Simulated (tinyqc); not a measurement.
AlGaN/GaN HEMT with access regions, lumped model: two steps of the calculation.

A polarisation-induced electron sheet under a Schottky gate, in series with two ungated access regions and contacts. Drift law v = mu E/(1 + mu E/vs) under the gate. Currents in mA/mm, resistances in ohm mm. No self-heating, no channel-length modulation; fits for polarisation, barrier and offset are chosen for the exercise.

Values chosen for this exercise; values close to those of AlGaN/GaN structures: aluminium share of the barrier x = 0.22; barrier thickness d = 15 nm; relative permittivity of barrier and channel eps_r = 9.2; channel mobility mu = 1300 cm^2/(V s); saturation velocity vs = 1.5e7 cm/s; gate length Lg = 1.5 um; source access length Ls = 1 um; drain access length Ld = 16 um; resistance of each contact Rc = 0.16 ohm mm; share of the drain-access electrons removed by traps ft = 0; gate voltage Vg = 0 V; critical field Ec = 2.9 MV/cm; depth over which the depleted charge spreads te = 0.36 um; insulator under the field plate tf = 500 nm; relative permittivity of that insulator ei = 7.5.

Constants: q = 1.602176634e-19 C, eps0 = 8.8541878128e-14 F/cm where lengths are in cm. Results are converted to the units shown.

Task 1. Polarisation charge, threshold and sheet resistance. sigma = (5e13 x + 1.6e13 x^2) cm^-2, phiB = 0.84 + 1.3 x, dEc = 0.7 (1.71 x + x^2) in volts, Cb = eps0 eps_r/d, VT = phiB - dEc - q sigma/Cb, access density n0 = -Cb VT/q. Rsh = 1/(q mu n0); largest access current q n0 vs.

Wanted: sigma; Cb; VT; n0; Rsh; q n0 vs.

Result 1.

sigma = 1.177e13 cm^-2
Cb = 0.5431 uF/cm^2
VT = -2.645 V
n0 = 8.965e12 cm^-2
Rsh = 535.5 ohm
q n0 vs = 2155 mA/mm

Task 2. On-resistance and breakdown. Ron = 2 Rc + Ls/(q mu n0) + Ld/(q mu (1 - ft) n0) + Lg/(mu Cb (Vg - VT)). Off state: a depleted stretch that holds the voltage V has the peak field sqrt(k V), k = 2 q n0/(eps0 eps_r te), so one edge holds V1 = Ec^2/k. The sheet under the plate pinches off at Vf = q n0 (1/Cb + tf/(eps0 ei)); beyond it the gate edge is screened. BV = V1 if Vf >= V1, else Vf + V1, and at most Ec Ld. Specific resistance Ron (Ls + Lg + Ld); figure of merit BV^2 over it.

Give: Ron; Vf; V1; BV; specific resistance; figure of merit.

Result 2.

Ron = 10.23 ohm mm
Vf = 110.8 V
V1 = 85.85 V
BV = 85.85 V
specific resistance = 1.892 mohm cm^2
figure of merit = 3.895 MW/cm^2

The plate pinches off too late to screen the gate edge, so it adds nothing.

Numbers from tinyqc (`OMP_NUM_THREADS=1 python tinyqc.py 2570141 2570142 out.jsonl`; about 0.01 s on one thread of a shared Intel Xeon 2.30GHz).
